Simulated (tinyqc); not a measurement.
Electron mobility in a silicon inversion layer, empirical terms and Matthiessen rule: one step of the calculation.

Inversion layer of sheet density Ns on a uniformly doped body. The mobility terms are empirical power laws with prefactors chosen for the exercise; adding their inverses (Matthiessen) is itself an approximation.

Question. Split C-V extraction. Q(Vg) is the trapezoid sum of Cgc from the first point (where Q is taken as 0); mu_eff = I/((W/L) Q Vd); mu_FE = (dI/dVg)/((W/L) Cox Vd) with a backward difference. Listed from point 4 on.

Values chosen for this exercise; material values close to those of silicon: gate capacitance Cox = 2.19 uF/cm^2; ratio W/L WL = 5; drain voltage Vd = 0.05 V.

Vg, point 0 to 12 (V): [0, 0.05, 0.1, 0.15, 0.2, 0.25, 0.3, 0.35, 0.4, 0.45, 0.5, 0.55, 0.6]
Cgc, point 0 to 12 (uF/cm^2): [4.4285948e-4, 0.0016719516, 0.0063023917, 0.023618346, 0.086623004, 0.29482662, 0.81060350, 1.5098412, 1.9566583, 2.1229774, 2.1718489, 2.1851654, 2.1887181]
I, point 0 to 12 (uA): [2.1908610e-7, 3.1235676e-6, 4.4429267e-5, 6.2642280e-4, 0.0085503324, 0.10431387, 0.92355343, 4.4996295, 11.849339, 21.072438, 30.413228, 39.171261, 47.152355]

Wanted: Q; mu_eff; mu_FE.

Answer.

Q, point 4 to 12 (uC/cm^2): [0.0037563, 0.013293, 0.040928, 0.098939, 0.18560, 0.28759, 0.39496, 0.50389, 0.61324]
mu_eff, point 4 to 12 (cm^2/(V s)): [9.1051, 31.390, 90.261, 181.91, 255.37, 293.09, 308.01, 310.95, 307.56]
mu_FE, point 4 to 12 (cm^2/(V s)): [0.28946, 3.4982, 29.927, 130.63, 268.48, 336.92, 341.22, 319.93, 291.55]

At the last point mu_FE is 5.2 % below mu_eff: where the mobility falls with gate voltage the slope of I understates it.

Numbers from tinyqc (`OMP_NUM_THREADS=1 python tinyqc.py 2510097 2510098 out.jsonl`; about 0.01 s on one thread of a shared Intel Xeon 2.30GHz).
